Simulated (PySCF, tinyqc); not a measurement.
Worked calculation: G0W0 on RHF in the sto-3g basis, for H4, spin multiplicity 1. The lowest restricted solution is unstable here: a spin-polarised one lies 0.0069 hartree lower (PySCF). Computed by tinyqc, a small Python program that keeps every step (integrals from PySCF). Settings: charge = 0, multiplicity = 1, basis = sto-3g, method = RHF, energy threshold = 1e-10, iteration cap = 55, orthogonalisation = canonical, start = atomic densities, DIIS depth = 6. Command: `OMP_NUM_THREADS=1 python tinyqc.py 31953 31954 out.jsonl` (the two numbers bound the seeds that draw the settings). One thread of a shared host (Intel(R) Xeon(R) Processor @ 2.60GHz), about 0.05 s of CPU time with the checks. The early iterations of the SCF are left out here.

## One-electron integrals

Geometry (angstrom):
```
atom,x,y,z
H,0.000000,0.000000,0.000000
H,0.000000,0.000000,1.210000
H,0.000000,0.000000,2.843000
H,0.000000,0.000000,4.053000
```

Basis sto-3g: exponents (1/bohr^2) and contraction coefficients of normalised primitives:
```
element,l (shell),exponent,coefficient
H,s (1),3.425251,0.154329
H,s (1),0.623914,0.535328
H,s (1),0.168855,0.444635
```

Overlap, kinetic and nuclear-attraction integrals over the contracted functions; the nuclear repulsion is the sum of Za Zb / Rab.

nuclear repulsion = 1.70155635 hartree

overlap S, lower triangle:
```
,1H 1s,2H 1s,3H 1s,4H 1s
1H 1s,1.000000
2H 1s,0.382028,1.000000
3H 1s,0.025298,0.211504,1.000000
4H 1s,0.001545,0.025298,0.382028,1.000000
```

kinetic energy T (hartree), lower triangle:
```
,1H 1s,2H 1s,3H 1s,4H 1s
1H 1s,0.760032
2H 1s,0.050662,0.760032
3H 1s,-0.007994,0.000556,0.760032
4H 1s,-0.001065,-0.007994,0.050662,0.760032
```

nuclear attraction V (hartree), lower triangle:
```
,1H 1s,2H 1s,3H 1s,4H 1s
1H 1s,-1.974788
2H 1s,-0.706541,-2.167546
3H 1s,-0.042163,-0.375697,-2.167546
4H 1s,-0.002455,-0.042163,-0.706541,-1.974788
```

core Hamiltonian H = T + V (hartree), lower triangle:
```
,1H 1s,2H 1s,3H 1s,4H 1s
1H 1s,-1.214756
2H 1s,-0.655879,-1.407514
3H 1s,-0.050157,-0.375141,-1.407514
4H 1s,-0.003520,-0.050157,-0.655879,-1.214756
```

## Two-electron integrals

Functions are numbered as in S; the eight-fold symmetry (ij|kl) = (ji|kl) = (kl|ij) leaves the list below.

Two-electron integrals (ij|kl) in chemists' order, unique and non-zero (hartree):
```
i,j,k,l,(ij|kl)
1,1,1,1,0.774606
2,1,1,1,0.223148
2,1,2,1,0.088683
2,2,1,1,0.415129
2,2,2,1,0.223148
2,2,2,2,0.774606
3,1,1,1,0.009471
3,1,2,1,0.004444
3,1,2,2,0.013772
3,1,3,1,0.000299
3,2,1,1,0.056564
3,2,2,1,0.029913
3,2,2,2,0.109257
3,2,3,1,0.002521
3,2,3,2,0.024678
3,3,1,1,0.186112
3,3,2,1,0.091416
3,3,2,2,0.319973
3,3,3,1,0.009471
3,3,3,2,0.109257
3,3,3,3,0.774606
4,1,1,1,0.000413
4,1,2,1,0.000209
4,1,2,2,0.000717
4,1,3,1,0.000017
4,1,3,2,0.000161
4,1,3,3,0.000717
4,1,4,1,1.08e-06
4,2,1,1,0.005264
4,2,2,1,0.002662
4,2,2,2,0.009471
4,2,3,1,0.000243
4,2,3,2,0.002521
4,2,3,3,0.013772
4,2,4,1,0.000017
4,2,4,2,0.000299
4,3,1,1,0.058987
4,3,2,1,0.027656
4,3,2,2,0.091416
4,3,3,1,0.002662
4,3,3,2,0.029913
4,3,3,3,0.223148
4,3,4,1,0.000209
4,3,4,2,0.004444
4,3,4,3,0.088683
4,4,1,1,0.130564
4,4,2,1,0.058987
4,4,2,2,0.186112
4,4,3,1,0.005264
4,4,3,2,0.056564
4,4,3,3,0.415129
4,4,4,1,0.000413
4,4,4,2,0.009471
4,4,4,3,0.223148
4,4,4,4,0.774606
```

## Orthogonalisation

S = U s U^T; canonical form X = U s^(-1/2), so that X^T S X = 1. Each column of U has its largest component positive (the first on a tie).

eigenvalues of S: 0.521620  0.685888  1.265331  1.527161

X:
```
,1,2,3,4
1H 1s,-0.586490,0.674876,0.503344,0.350495
2H 1s,0.783953,-0.522995,0.376561,0.452281
3H 1s,-0.783953,-0.522995,-0.376561,0.452281
4H 1s,0.586490,0.674876,-0.503344,0.350495
```

## Iteration 9 (converged): orbitals

converged F (hartree), lower triangle:
```
,1H 1s,2H 1s,3H 1s,4H 1s
1H 1s,-0.189514
2H 1s,-0.396757,-0.208843
3H 1s,-0.042568,-0.161368,-0.208843
4H 1s,0.008305,-0.042568,-0.396757,-0.189514
```

Diagonalise F' = X^T F X, C = X C', fill 2 alpha and 2 beta electrons from the bottom; D = 2 C_occ C_occ^T. Each column has its largest component positive (the first on a tie).

F' = X^T F X (hartree), lower triangle:
```
,1,2,3,4
1,0.456956
2,0.000000,0.252663
3,-0.034315,0.000000,-0.382233
4,0.000000,-0.017717,0.000000,-0.474552
```

orbital energies (hartree): MO1 -0.474984, MO2 -0.383634, MO3 0.253094, MO4 0.458357

coefficients C:
```
,MO1,MO2,MO3,MO4
1H 1s,0.366819,0.479003,0.666145,-0.606533
2H 1s,0.439417,0.408224,-0.533849,0.767941
3H 1s,0.439417,-0.408224,-0.533849,-0.767941
4H 1s,0.366819,-0.479003,0.666145,0.606533
```

D after iteration 9, lower triangle:
```
,1H 1s,2H 1s,3H 1s,4H 1s
1H 1s,0.727999
2H 1s,0.713454,0.719468
3H 1s,-0.068709,0.052880,0.719468
4H 1s,-0.189776,-0.068709,0.713454,0.727999
```

## Convergence

Stop when the energy changes by less than 1e-10 hartree and every element of the error matrix X^T (F D S - S D F) X is below 3e-06.

Course of the cycle:
```
iteration,E (hartree),change,largest element of the error matrix
1,-1.32455682,-,1.52e-02
2,-1.99973695,-6.75e-01,4.60e-02
3,-1.99836201,1.37e-03,5.82e-02
4,-2.00190071,-3.54e-03,1.72e-02
5,-2.00221187,-3.11e-04,2.52e-03
6,-2.00221851,-6.64e-06,3.18e-04
7,-2.00221859,-7.83e-08,1.66e-04
8,-2.00221862,-2.91e-08,6.06e-06
9,-2.00221862,-3.66e-11,6.82e-07
```

PySCF RHF in the same basis = -2.00221862 hartree

Converged in 9 iterations.

## Integrals over molecular orbitals

(pq|rs) = sum C_ip C_jq C_kr C_ls (ij|kl), one index at a time.

one-electron integrals over orbitals h = C^T H C (hartree), lower triangle:
```
,1,2,3,4
1,-1.471480
2,0.000000,-1.373677
3,0.104162,0.000000,-1.092989
4,0.000000,-0.089148,0.000000,-0.980298
```

Two-electron integrals over orbitals (pq|rs), unique and non-zero (hartree):
```
p,q,r,s,(pq|rs)
1,1,1,1,0.404238
2,1,2,1,0.189870
2,2,1,1,0.391064
2,2,2,2,0.397785
3,1,1,1,-0.044273
3,1,2,2,0.001355
3,1,3,1,0.112101
3,2,2,1,0.062598
3,2,3,2,0.111313
3,3,1,1,0.391363
3,3,2,2,0.393385
3,3,3,1,-0.003323
3,3,3,3,0.407002
4,1,2,1,0.019236
4,1,3,2,-0.086794
4,1,4,1,0.097876
4,2,1,1,0.050444
4,2,2,2,0.007495
4,2,3,1,-0.111363
4,2,3,3,0.004761
4,2,4,2,0.115374
4,3,2,1,-0.187848
4,3,3,2,-0.065179
4,3,4,1,-0.017554
4,3,4,3,0.199412
4,4,1,1,0.419427
4,4,2,2,0.406526
4,4,3,1,-0.047680
4,4,3,3,0.416555
4,4,4,2,0.054239
4,4,4,4,0.451258
```

## Screening: direct RPA

With D = e_a - e_i and K = (ia|jb): diagonalise D^(1/2) (D + 4K) D^(1/2) = Z w^2 Z^T; X + Y = D^(1/2) Z w^(-1/2), each column of Z with its largest component positive (the first on a tie); E_c = (sum w - tr (D + 2K)) / 2.

D^(1/2) (D + 4K) D^(1/2) (hartree^2), lower triangle:
```
,1>3,1>4,2>3,2>4
1>3,0.856569
1>4,0.000000,1.236532
2>3,0.000000,-0.267639,0.688925
2>4,-0.348773,0.000000,0.000000,1.097522
```

excitation energies w (hartree): 0.761477  0.779776  1.160005  1.160190

X + Y:
```
,1,2,3,4
1>3,0.000000,0.786941,0.000000,-0.459704
1>4,0.417844,0.000000,0.830656,0.000000
2>3,0.846798,0.000000,-0.279621,0.000000
2>4,0.000000,0.603007,0.000000,0.693789
```

RPA correlation energy = -0.07600787 hartree

## G0W0 on Hartree-Fock: HOMO

W(p,q,m) = sqrt2 sum_ia (pq|ia) (X+Y)_ia,m; Sigma_c(x) = sum_(i,m) W^2/(x - e_i + w_m) + sum_(a,m) W^2/(x - e_a - w_m); solve x = e_p + Sigma_c(x) by Newton steps; Z = 1/(1 - dSigma/dx); 1 hartree = 27.211386 eV.

The 12 largest terms at x = e_p (hartree; W for the signs of X + Y given):
```
q,m,W,term
4,4,0.185600,-0.017205
3,3,-0.145977,-0.011860
1,1,0.086331,0.008739
3,1,0.082014,-0.004811
4,2,-0.025547,-0.000402
2,2,0.007899,0.000080
2,4,0.006474,0.000036
1,3,-0.002157,3.72e-06
```

Newton steps (hartree):
```
step,x,Sigma_c(x),Z
0,-0.383634,-0.025419,0.971565
1,-0.408330,-0.024695,0.971455
2,-0.408328,-0.024695,0.971455
```

quasiparticle energy of the HOMO = -11.111184 eV

Hartree-Fock value = -10.439200 eV

## G0W0 on Hartree-Fock: LUMO

As before.

The 12 largest terms at x = e_p (hartree; W for the signs of X + Y given):
```
q,m,W,term
1,4,-0.182144,0.017570
2,3,-0.145977,0.011860
4,1,-0.088428,-0.008089
2,1,0.082014,0.004811
1,2,0.029789,0.000589
3,4,0.006831,-0.000040
4,3,0.005154,-0.000019
3,2,0.000362,-1.68e-07
```

Newton steps (hartree):
```
step,x,Sigma_c(x),Z
0,0.253094,0.026681,0.972618
1,0.279044,0.025952,0.972717
2,0.279046,0.025952,0.972717
```

quasiparticle energy of the LUMO = 7.593217 eV

Hartree-Fock value = 6.887038 eV
